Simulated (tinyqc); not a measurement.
Worked calculation: BCS gap equation with a constant attraction inside the Debye window. Computed by tinyqc, a small Python program that keeps every step. Command: `OMP_NUM_THREADS=1 python tinyqc.py 3014855 3014856 out.jsonl bcs walk`. One thread of a shared host (Intel(R) Xeon(R) Processor @ 2.30GHz), about 0.01 s of CPU time with the checks. Intermediate numbers are printed to about 6 digits and carried at full precision; extremes and crossings named in words are read from the listed rows.

Pairs attract with strength V for |xi| < k_B Theta; N(0) is the density of states for one spin. Energies are given as temperatures (E/k_B, in K) unless marked.

Inputs (values chosen for the exercise, modelled on aluminium):
```
quantity                   value      unit
coupling N(0)V             0.168         -
Debye temperature Theta      417         K
temperature T              0.684         K
Fermi velocity v_F       2.2e+06       m/s
electron density n          17.4  1e28/m^3
mean free path l              11        nm
junction resistance R_n      0.8  kilo-ohm
```

Solver: secant.

Constants: k_B = 8.617333262e-05 eV/K; hbar = 1.054571817e-34 J s; k_B = 1.380649e-23 J/K; m_0 = 9.1093837015e-31 kg; eps_0 = 8.8541878128e-12 F/m; c = 299792458 m/s; e = 1.602176634e-19 C; h = 6.62607015e-34 J s.

## Gap at zero temperature

At T = 0 the gap equation 1/(N(0)V) = int_0^Theta d xi/sqrt(xi^2 + Delta^2) has the integral arcsinh(Theta/Delta), so Delta_0 = Theta/sinh(1/(N(0)V)); weak coupling gives 2 Theta exp(-1/(N(0)V)).

Delta_0 = 2.16812 K

weak-coupling Delta_0 = 2.16810 K

Delta_0 in meV = 0.186834 meV

## Critical temperature

Gap equation: 1/(N(0)V) = I(Delta, T) = int_0^Theta tanh(E/2T)/E d xi, E = sqrt(xi^2 + Delta^2); 64 Gauss-Legendre points in y with xi = max(Delta, T) sinh(y). T_c solves I(0, T_c) = 1/(N(0)V); the weak-coupling form is T_c = (2 e^C/pi) Theta exp(-1/(N(0)V)) with Euler's C = 0.5772157, and 2 Delta_0/T_c then tends to 2 pi e^-C = 3.528.

T_c = 1.22917 K

weak-coupling T_c = 1.22917 K

2 Delta_0/T_c = 3.52778

T_c/Theta = 0.0029; the ratio lies 0.00 % from 3.528, so the universal weak-coupling laws hold.

## One evaluation of the gap equation

Take Delta = Delta_0 as the trial; the fixed-point update is Delta(new) = N(0)V Delta I(Delta, T).

I(Delta_0, T) = 5.89691

updated Delta = 2.14791 K

## Gap at temperature T

Residual r = N(0)V I - 1, with Delta_0 = Theta/sinh(1/(N(0)V)). Secant steps in Delta^2, from Delta_0 and 0.9 Delta_0, with Delta^2 kept at or above 1e-6 K^2. Stop when |r| < 1e-9 or after 40 steps.

Iterations:
```
step  Delta (K)    residual r
1       2.02342  -2.07929e-04
2       2.02022  -4.47741e-06
3       2.02015   4.63181e-09
4       2.02015  -1.03140e-13
```

converged (1 yes, 0 no) = 1

Delta(T) = 2.02015 K

Converged in 4 steps: Delta(T)/Delta_0 = 0.9318 at T/T_c = 0.556.

## Lengths and fields

xi_0 = hbar v_F/(pi Delta_0); lambda_L = sqrt(m_0 eps_0 c^2/(n e^2)); N(0) = 3 n/(2 m_0 v_F^2) for one spin; condensation energy N(0) Delta_0^2/2 = B_c^2/(2 mu_0), mu_0 = 1/(eps_0 c^2); with scattering lambda = lambda_L sqrt(1 + xi_0/l) in the local limit (where xi_0 and l both exceed lambda, nonlocal response makes the true depth larger); Ginzburg-Landau kappa = 0.96 lambda_L/xi_0 + 0.72 lambda_L/l. Free-electron mass throughout; heavier carriers, as in niobium or vanadium, give a larger lambda_L and kappa and can make the metal type II.

coherence length xi_0 = 2467.08 nm

London depth lambda_L = 12.7396 nm

critical field B_c(0) = 8.16440 mT

depth with scattering = 191.212 nm

Ginzburg-Landau kappa = 0.838820

kappa exceeds 1/sqrt(2): type II, and the sample is dirty, l well below xi_0.

## A tunnel junction of this metal

Ambegaokar-Baratoff: I_c R_n = (pi Delta/(2e)) tanh(Delta/2T); Josephson energy E_J = hbar I_c/(2e), given as E_J/h; inductance hbar/(2 e I_c); thermal quasiparticle fraction x = n_qp/(2 N(0) Delta) = sqrt(2 pi T/Delta) exp(-Delta/T), valid for T well below Delta.

I_c R_n = 246.337 microvolt

critical current I_c = 307.921 nA

E_J/h = 152.939 GHz

Josephson inductance = 1.06880 nH

quasiparticle fraction x = 0.0760791

## Gap and superfluid density against temperature

Interpolation tanh(1.74 sqrt(T_c/T - 1)); near T_c, 1.74 sqrt(1 - T/T_c). Clean-limit superfluid fraction 1 - (1/2T) int_0^(40 T) cosh^-2(E/2T) d xi (64 points); two-fluid rule 1 - (T/T_c)^4.

Reduced quantities:
```
T/T_c  Delta/Delta_0  tanh form  square-root form  superfluid fraction  two-fluid rule
0.10        1.000000   0.999942           1.65071             1.000000        0.999900
0.20        0.999877   0.998104           1.55630             0.998853        0.998400
0.30        0.997124   0.990221           1.45579             0.981761        0.991900
0.40        0.985034   0.972207           1.34780             0.927924        0.974400
0.50        0.956885   0.940227           1.23037             0.834041        0.937500
0.60        0.906995   0.889746           1.10047             0.706677        0.870400
0.70        0.828772   0.814110           0.95304             0.553718        0.759900
0.80        0.711045   0.701374           0.77815             0.381785        0.590400
0.90        0.526343   0.522665           0.55024             0.195951        0.343900
0.95        0.380318   0.379250           0.38908             0.099045        0.185494
0.98        0.243584   0.243575           0.24607             0.039853        0.077632
```

The tanh form misses the gap by at most about 0.017 (at T/T_c = 0.6); the square-root form is within 3 % only from T/T_c = 0.95. The gap keeps 99 % of Delta_0 up to T/T_c = 0.3, since quasiparticles are exponentially few. The two-fluid rule exceeds the BCS superfluid fraction most, by 0.21, at T/T_c = 0.8.

Checks made by the program: weak-coupling T_c, allowing for terms of order exp(-Theta/T_c) (relative difference below 1e-10).
